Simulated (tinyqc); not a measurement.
Gap voltage and exponent from three temperatures.

Question. At constant current VBE(T) = Vg0 - a T - eta (kB T/q) ln T, where a is a constant. Find Vg0, eta and dVBE/dT at the middle temperature.

Constants: q = 1.602176634e-19 C, kB = 1.380649e-23 J/K. Results are converted to the units shown.

T (K): [233, 253, 360]
VBE at a constant current (V): [0.8188624040, 0.7842404949, 0.5916774368]

Solution. The relation is linear in Vg0, a and eta, so three points give a linear system; the slope is (VBE - Vg0 - eta kB T/q)/T. eta rests on the curvature of VBE(T) alone, so real fits need accuracy of some tens of microvolts or better.

Vg0 = 1.149 V
eta = 3.500
dVBE/dT = -1.743 mV/K

Computed by the program tinyqc: `OMP_NUM_THREADS=1 python tinyqc.py 2062027 2062028 out.jsonl`, one thread of a shared Intel Xeon 2.30GHz, about 0.02 s for the whole run.
